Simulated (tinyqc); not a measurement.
# Uniformly doped HEMT, charge control: effect of the gate voltage

A two-dimensional electron gas of density ns under a barrier. EF and the subbands are counted from the conduction-band edge of the channel at the interface. Two subbands of a triangular well with an infinite wall, parabolic band, no carriers in the barrier.

Fully depleted barrier with eb = ebr: Vp = q ND (d - ds)^2/(2 eps0 eb); donors per area ND (d - ds); Voff = phiB - dEc - Vp. F = q (eta ns + Nb)/(eps0 ec) in eV/nm; E_k = a_k (C F^2/me)^(1/3), a_0 = 2.338107, a_1 = 4.087949, C = hbar^2/(2 m0); D = me m0 q/(pi hbar^2); ns = D Vt [ln(1 + exp((EF - E_0)/Vt)) + ln(1 + exp((EF - E_1)/Vt))], which gives EF = E_0 + Vt ln{2 s/[(1 + u) + sqrt((1 + u)^2 + 4 u s)]} with s = exp(ns/(D Vt)) - 1, u = exp((E_0 - E_1)/Vt). Charge control: ns + Nb = eps0 eb (Vg - Voff - EF)/(q d). Gate capacitance C = q dns/dVg = eps0 eb/(d + dd), dd = (eps0 eb/q) dEF/dns.

Values chosen for this exercise; material values close to those of AlGaAs on GaAs:
```
symbol   value   unit                                         meaning
T          300      K                                     temperature
d           24     nm          barrier thickness from gate to channel
ds         4.9     nm              undoped spacer next to the channel
me      0.0655     m0                    electron mass in the channel
ec          13                   relative permittivity of the channel
ebr       12.1                   relative permittivity of the barrier
phiB      0.99     eV                      barrier height of the gate
dEc      0.229     eV                          conduction-band offset
ND      1.9e18  cm^-3                 donor density of the doped part
eta       0.75         share of ns that counts in the confining field
Nb      6.8e10  cm^-2                  depletion charge of the buffer
```

Constants: q = 1.602176634e-19 C, kB = 1.380649e-23 J/K, hbar = 1.054571817e-34 J s, m0 = 9.1093837015e-31 kg, Vt = kB T/q, eps0 = 8.8541878128e-14 F/cm where lengths are in cm, hbar^2/(2 m0) = 0.0380998212 eV nm^2. Results are converted to the units shown.

The same in every row: Voff (V) = 0.2427.

Effect of the gate voltage:

| Vg (V) | ns (cm^-2) | EF (eV) | EF - E_0 (eV) | second subband (%) | dd (nm) | C (uF/cm^2) | EF/dEc |
|---|---|---|---|---|---|---|---|
| 0.09 | 5.643e8 | -0.1773 | -0.1962 | 36.66 | 3076 | 0.003456 | -0.7743 |
| 0.18 | 1.389e10 | -0.09211 | -0.1128 | 35.52 | 136.3 | 0.06682 | -0.4022 |
| 0.26 | 8.040e10 | -0.03598 | -0.06471 | 30.80 | 31.45 | 0.1932 | -0.1571 |
| 0.34 | 1.958e11 | 0.002615 | -0.03789 | 24.94 | 17.15 | 0.2603 | 0.01142 |
| 0.43 | 3.534e11 | 0.03605 | -0.01821 | 19.58 | 12.11 | 0.2967 | 0.1574 |
| 0.51 | 5.064e11 | 0.06111 | -0.004995 | 16.03 | 10.01 | 0.3150 | 0.2669 |
| 0.59 | 6.669e11 | 0.08352 | 0.006047 | 13.35 | 8.768 | 0.3270 | 0.3647 |
| 0.68 | 8.533e11 | 0.1066 | 0.01690 | 11.10 | 7.865 | 0.3362 | 0.4656 |
| 0.76 | 1.023e12 | 0.1258 | 0.02565 | 9.575 | 7.307 | 0.3422 | 0.5493 |
| 0.84 | 1.195e12 | 0.1440 | 0.03382 | 8.387 | 6.892 | 0.3468 | 0.6290 |

As Vg goes from 0.09 to 0.84, ns rises from 5.64e8 to 1.19e12 cm^-2, EF rises from -0.177 to 0.144 eV and C rises from 0.00346 to 0.347 uF/cm^2. In the last row C is 77.7 % of eps0 eb/d. The line through the last two rows reaches ns = 0 at Vg = 0.284 V, above Voff = 0.243 V since part of the gate voltage goes into raising EF and into the buffer charge. The second subband holds over 20 % for Vg = 0.09, 0.18, 0.26, 0.34, where the higher subbands left out would add electrons. For Vg = 0.59, 0.68, 0.76, 0.84 the band minimum in the barrier comes within 3 Vt of EF or below it, so the barrier is no longer depleted and takes electrons that the model puts in the channel.

tinyqc, about 0.01 s, one thread, Intel Xeon 2.30GHz (shared host): `OMP_NUM_THREADS=1 python tinyqc.py 2180095 2180096 out.jsonl`
